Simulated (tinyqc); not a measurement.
## Stacked nanosheet transistor, parasitic resistance, capacitance and delay: effect of the relative permittivity of the spacer

Ns sheets share one contact on top; each has perimeter p = 2 (Ws + ts) and cross-section A = Ws ts; contact width Wc = Ws + 10 nm, stack height Hs = Ns pv. Sheet 1 is the top one. Contact length Lc = CPP - Lg - 2 Lsp, shared by two neighbouring gates. Source and drain sides are equal. The formulas are first-order estimates, not field solutions.

Epitaxy sheet resistance Rsh = re/te, transfer length LT = sqrt(rc/Rsh), contact Rc = [sqrt(rc Rsh)/Wc] coth(Lc/(2 LT)); extension of one sheet Rx = rx Lsp/A. With N sheets: gate Cg = Cinv p N Lg; per side, plate Cp = ks eps0 [Wc (Hs + Hc) - N A]/Lsp, top fringe Cf = (2/pi) ks eps0 Wc ln(1 + Lg/(2 Lsp)), overlap Co = Cinv p N Lov. One sheet: I = p Q vx u/(1 + |u|^1.8)^(1/1.8), Q = Cinv n Vt ln(1 + exp((Vg' - VT + dl Vd')/(n Vt))), u = Vd' mu/(vx Lg), Vg' = Vgs - v, Vd' = Vds - 2 v, with the drop on each side v_j = Rc sum I + rv (sum over levels k = 2..j of the current of sheets k..Ns) + Rx I_j. Ieff = [I(Vgs = Vdd, Vds = Vdd/2) + I(Vdd/2, Vdd)]/2, total currents. With Cs = Cp + Cf + Co, the load of an inverter of two such devices driving an equal one is CL = 2 (Cg + 2 Cs) + 4 Cs + Cw (own drains counted twice for the Miller effect); delay CL Vdd/(2 Ieff).

Parameters, values chosen for the exercise; values close to those of silicon logic devices: temperature T = 300 K; number of sheets Ns = 4; sheet width Ws = 15 nm; sheet thickness ts = 7 nm; vertical pitch of the sheets pv = 16 nm; vertical resistance between sheet levels rv = 73 ohm; contacted gate pitch CPP = 60 nm; gate length Lg = 18 nm; spacer length Lsp = 6 nm; gate height above the channel stack Hc = 30 nm; contact resistivity rc = 3.1e-9 ohm cm^2; resistivity of the source-drain epitaxy re = 0.00021 ohm cm; current-carrying depth of the epitaxy te = 30 nm; resistivity of the extension rx = 0.0012 ohm cm; gate overlap Lov = 1.5 nm; inversion capacitance Cinv = 3 uF/cm^2; injection velocity vx = 1.1e7 cm/s; apparent mobility mu = 120 cm^2/(V s); threshold at zero drain voltage VT = 0.3 V; barrier lowering dl = 0.03 V/V; subthreshold factor n = 1.17; wire load Cw = 0.39 fF; supply voltage Vdd = 0.7 V.

Constants: q = 1.602176634e-19 C, kB = 1.380649e-23 J/K, eps0 = 8.8541878128e-12 F/m, Vt = kB T/q. Results are converted to the units shown.

The same in every row: Rc (ohm) = 840.6; Rx/N (ohm) = 171.4; Ieff (uA) = 64.32.

Results:

| ks | CL (aF) | delay (ps) |
|---|---|---|
| 1 | 667.3 | 3.631 |
| 2 | 691.1 | 3.761 |
| 3 | 714.9 | 3.890 |
| 5.5 | 774.4 | 4.214 |
| 7 | 810.2 | 4.409 |

Estimate the missing row, ks = 4.

Computed row:

| ks | CL (aF) | delay (ps) |
|---|---|---|
| 4 | 738.7 | 4.020 |

With this row back in the table: As ks goes from 1 to 7, Ieff stays at 64.3 uA, CL rises from 667 to 810 aF and the delay rises from 3.63 to 4.41 ps.

Program tinyqc, `OMP_NUM_THREADS=1 python tinyqc.py 2170155 2170156 out.jsonl`; Intel Xeon 2.30GHz, shared host, one thread, about 0.1 s.
